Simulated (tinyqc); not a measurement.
# MOS structure on a p-type body with a doping step, non-linear Poisson equation by Newton steps: what changes with what

One dimension, insulator interface at x = 0, acceptor density N1 for x < x1 and Na beyond, net doping C = -(acceptor density). psi is counted from the intrinsic level: n = ni exp((psi - Vb)/Vt), p = ni exp(-psi/Vt); deep in the body psi_b = -Vt ln(Na/ni). The gate acts through Cox = eps0 eox/tox and has the potential psi_G = Vg - (phiM - chi - Vt ln(Nc/ni)). Boltzmann statistics, full ionisation, classical densities, no oxide or interface charge. Acceptors in real wide-gap material are deep and only partly ionised in the neutral body.

Parameters, values chosen for the exercise; band and dielectric values close to those of 4H silicon carbide:

| symbol | value | unit | meaning |
|---|---|---|---|
| T | 300 | K | temperature |
| Eg | 3.25 | eV | band gap |
| eps_r | 9.84 |  | relative permittivity |
| Nc | 1.68e19 | cm^-3 | conduction-band density of states at T |
| Nv | 2.48e19 | cm^-3 | valence-band density of states at T |
| chi | 3.67 | eV | electron affinity |
| Na | 5.1e17 | cm^-3 | acceptor density deep in the body |
| eox | 7.7 |  | relative permittivity of the gate insulator (close to silicon nitride) |
| tox | 8.3 | nm | insulator thickness |
| phiM | 4.37 | eV | gate work function |
| Vb | 0 | V | electron quasi-Fermi potential against the body |
| x1 | 34 | nm | depth of the doping step |
| N1 | 2.6e18 | cm^-3 | acceptor density above the step |

Constants: q = 1.602176634e-19 C, kB = 1.380649e-23 J/K, Vt = kB T/q, eps0 = 8.8541878128e-14 F/cm where lengths are in cm. Results are converted to the units shown.

Each table varies one quantity; the others keep the values above.

## Charge and capacitance against gate voltage

ni = sqrt(Nc Nv) exp(-Eg/(2 Vt)), Eg in volts. The Poisson equation d/dx(eps0 eps_r dpsi/dx) = -q (p - n + C), with eps0 eps_r dpsi/dx = -Cox (psi_G - psi_0) at x = 0, is solved on a mesh of about 600 nodes or more. N_inv is the integral of n less its value deep in the body. C_LF = Cox (1 - dpsi_0/dVg) with all carriers following; C_HF is the same with the electron quasi-Fermi level shifting uniformly so that N_inv stays fixed. The centroid is that of the same excess.

Charge and capacitance against gate voltage:
```
Vg (V)	psi_0 - psi_b (V)	N_inv (cm^-2)	C_LF/Cox	C_HF/Cox	centroid (nm)
2.17	2.87	5.17e6	0.216	0.216	0.158
2.4	3.05	5.55e9	0.227	0.202	0.154
2.63	3.17	4.53e11	0.781	0.193	0.149
2.85	3.20	1.39e12	0.909	0.191	0.145
3.08	3.21	2.47e12	0.944	0.190	0.141
3.31	3.22	3.58e12	0.959	0.189	0.137
3.53	3.23	4.66e12	0.967	0.189	0.134
```

N_inv goes from 5.17e6 to 4.66e12 cm^-2 and passes 2e11 cm^-2 at Vg = 2.55 V. Below threshold it takes 75.9 mV a decade between Vg = 2.17 and 2.4 V, against Vt ln 10 = 59.5 mV. C_LF/Cox is lowest, 0.216, at Vg = 2.17 V among the rows listed and ends at 0.967, while C_HF/Cox ends at 0.189. Between the last two rows q dN_inv/dVg is 0.958 Cox. Where the classical centroid is under about 2 nm, confinement would move the charge away from the interface and raise the threshold. Above about 2e12 cm^-2 degeneracy matters too.

## Effect of the acceptor density above the step on threshold, swing and body effect

VT is the Vg at which N_inv = 2e11 cm^-2. m = 1/(dpsi_0/dVg) at N_inv = 1e8 cm^-2; the swing is the Vg between N_inv = 1e8 and 1e9 cm^-2; body coefficient [VT(Vb + 0.05 V) - VT(Vb)]/0.05 V - 1.

Effect of the acceptor density above the step on threshold, swing and body effect:
```
N1 (cm^-3)	VT (V)	psi_0 - psi_b at VT (V)	m - 1	swing (mV/decade)	body coefficient
6.5e17	1.60	3.13	0.139	68.2	0.138
9.5e17	1.76	3.13	0.148	68.7	0.145
1.4e18	1.99	3.13	0.165	69.6	0.159
2.1e18	2.33	3.14	0.208	72.1	0.194
3e18	2.71	3.15	0.311	78.3	0.293
4.4e18	3.15	3.15	0.391	83.2	0.381
6.5e18	3.68	3.16	0.474	88.1	0.463
```

What does the comparison show?

As N1 goes from 6.5e17 to 6.5e18, VT rises from 1.60 to 3.68 V, the swing rises from 68.2 to 88.1 mV/decade and the body coefficient rises from 0.138 to 0.463. The swing stays within 0.55 % of m Vt ln 10, and the body coefficient within 0.018 of m - 1.

Computed by the program tinyqc: `OMP_NUM_THREADS=1 python tinyqc.py 2080131 2080132 out.jsonl`, one thread of a shared Intel Xeon 2.30GHz, about 1 s for the whole run.
